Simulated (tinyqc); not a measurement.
# Junction field-effect transistor with two gates, gradual channel with velocity saturation: effect of half the channel thickness on saturation

A uniformly doped n-type channel, depleted from both sides by p+ gates; at channel potential V the depleted share of a is u = sqrt((Vbi - Vg + V)/Vp), s at the source. Electrons drift with v = mu E/(1 + mu E/vsat). Abrupt depletion edge, no series resistance, source at 0.

ni = sqrt(Nc Nv) exp(-Eg/(2 Vt)), Eg in volts; Vbi = Vt ln(Na Nd/ni^2); Vp = q Nd a^2/(2 eps0 eps_r); G0 = 2 q mu Nd a W/L; Z = mu Vp/(vsat L); s = sqrt((Vbi - Vg)/Vp). I = (G0 Vp/3) F/(1 + Z (u^2 - s^2)), F = 3 (u^2 - s^2) - 2 (u^3 - s^3), with u at V = Vd; Z = 0 gives constant mobility, for which u stops at 1. The current peaks at u = um, the root of (1 - u)(1 + Z (u^2 - s^2)) = Z F/3; beyond Vdsat = Vp (um^2 - s^2) it is held at that value. gm = G0 (um - s)/(1 + Z (um^2 - s^2)).

Inputs (values chosen for the exercise); material values close to those of silicon:
```
symbol    value        unit                                     meaning
T           400           K                                 temperature
eps_r      11.8              relative permittivity of the semiconductor
Nc       4.3e19       cm^-3      conduction-band density of states at T
Eg         1.13          eV                                    band gap
Nv      4.02e19       cm^-3         valence-band density of states at T
Nd       9.9e16       cm^-3                donor density of the channel
mu          780  cm^2/(V s)           low-field mobility at this doping
vsat      1.4e7        cm/s                         saturation velocity
L             1          um                                 gate length
W           200          um                                  gate width
Na       1.2e18       cm^-3               acceptor density of the gates
Vg         -0.5           V                                gate voltage
```

Constants: q = 1.602176634e-19 C, kB = 1.380649e-23 J/K, Vt = kB T/q, eps0 = 8.8541878128e-14 F/cm where lengths are in cm. Results are converted to the units shown.

Effect of half the channel thickness on saturation:
```
a (nm)	Z	um	Vdsat (V)	Isat (mA)	Isat for Z = 0 (mA)	gm (mS)
140	0.8289	0.9969	0.1791	0.3823	0.4214	3.925
170	1.222	0.9622	0.7315	5.705	8.287	11.51
200	1.692	0.9148	1.242	15.13	27.65	15.25
240	2.436	0.8518	1.873	31.60	74.85	17.82
300	3.806	0.7691	2.742	61.52	201.2	19.56
360	5.481	0.7016	3.543	95.42	408.8	20.26
```

What does the comparison show?

As a goes from 140 to 360 nm, Vdsat rises from 0.179 to 3.54 V, Isat rises from 0.382 to 95.4 mA and gm rises from 3.93 to 20.3 mS. Isat is 0.907 of the constant-mobility value in the first row and 0.233 in the last. At a = 140 nm the open channel at the source, (1 - s) a, is under two Debye lengths, so the abrupt edge is rough.

tinyqc, about 0.09 s, one thread, Intel Xeon 2.30GHz (shared host): `OMP_NUM_THREADS=1 python tinyqc.py 2500122 2500123 out.jsonl`
